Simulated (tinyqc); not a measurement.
## Segment and feed resistance from two drops

Problem. A rail is fed at one end through Rq; K loads of Ij follow, each after a segment Rs. The drop at load j is K Ij Rq + Rs Ij sum_(l=1..j) (K - l + 1). Find Rs, Rq and the worst drop, at the middle, if the rail were fed through Rq at both ends: K Ij Rq/2 + Rs Ij K^2/8 with the load taken as continuous.

Inputs (values chosen for the exercise):
- K = 27 (number of equal loads)
- Ij = 0.51 mA (current of each load)

drops at the first and at the last load (mV): [2.1343500, 17.350200]

Answer. The difference of the two drops is Rs Ij K (K - 1)/2, which gives Rs; the first drop then gives Rq.

Rs = 0.08500 ohm
Rq = 0.07000 ohm
drop at the middle with two feeds = 4.432 mV

Computed by the program tinyqc: `OMP_NUM_THREADS=1 python tinyqc.py 2770128 2770129 out.jsonl`, one thread of a shared Intel Xeon 2.30GHz, about 0.08 s for the whole run.
